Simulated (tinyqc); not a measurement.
Metal-induced gap states at the contact of a metal chain and a two-band chain: one step. Green functions. Three cases, with inputs chosen for the exercise.

Problem. The decaying root is g1 = (1 - l)/(E - e1), g2 = (1 - l)/(E - e2), l = exp(-q a). Form them, g_m and G11.

The semiconductor alternates sites A at -Eg/2 and C at +Eg/2 with hopping -t; the gap runs from -Eg/2 to Eg/2. In the gap cosh(q a) = 1 + (Eg^2/4 - E^2)/(2 t^2) and the amplitude changes by -exp(-q a) a period. The metal has site energy 0 and hopping -tm; its end site has g_m = (E - i sqrt(4 tm^2 - E^2))/(2 tm^2). Sites 1, 2, ... count into the semiconductor, with energies e1, e2 alternating. The clean half chain has g1 = 1/(E - e1 - t^2 g2), g2 = 1/(E - e2 - t^2 g1), decaying root. With the contact G11 = 1/(1/g1 - tc^2 g_m), and the density on site j is -Im G_jj/pi = |psi_j/psi_1|^2 (-Im G11/pi), per spin, with psi_2/psi_1 = -t g2, psi_3/psi_2 = -t g1.

Case 1.

Values chosen (gap and optical dielectric constant near those of GaN; the chain itself is a model; not measured data):
- Eg = 3.47 eV (gap)
- t = 2.43 eV (hopping in the semiconductor)
- tm = 1.85 eV (hopping in the metal)
- tc = 2.04 eV (hopping across the contact)
- end = C (site that touches the metal)
- E = 0.32 eV (energy from mid-gap)

l = 0.5025362

Case 2.

Values chosen (gap and optical dielectric constant near those of SiO2; the chain itself is a model; not measured data):
- Eg = 9.41 eV (gap)
- t = 2.66 eV (hopping in the semiconductor)
- tm = 3.76 eV (hopping in the metal)
- tc = 1.21 eV (hopping across the contact)
- end = C (site that touches the metal)
- E = 2.59 eV (energy from mid-gap)

l = 0.2547212

Case 3.

Values chosen (gap and optical dielectric constant near those of GaAs; the chain itself is a model; not measured data):
- Eg = 1.35 eV (gap)
- t = 2.71 eV (hopping in the semiconductor)
- tm = 2.32 eV (hopping in the metal)
- tc = 1.82 eV (hopping across the contact)
- end = A (site that touches the metal)
- E = -0.11 eV (energy from mid-gap)

l = 0.7825999

Give: g1, g2; g_m; G11.

Solution.

Case 1.

g1, g2 (1/eV): -0.35156  0.24207

g_m = 0.04675-0.53852i 1/eV
G11 = -0.21314-0.15718i 1/eV

Case 2.

g1, g2 (1/eV): -0.35238  0.10216

g_m = 0.09160-0.24969i 1/eV
G11 = -0.33146-0.04077i 1/eV

Case 3.

g1, g2 (1/eV): 0.38478  -0.27694

g_m = -0.01022-0.43091i 1/eV
G11 = 0.29355-0.15915i 1/eV

Computed by tinyqc, one run a case: `OMP_NUM_THREADS=1 python tinyqc.py N N+1 out.jsonl` with N = 1481304, 1481321, 1481501; one thread of a shared Intel(R) Xeon(R) Processor @ 2.30GHz, about 0.01 s a run at most.
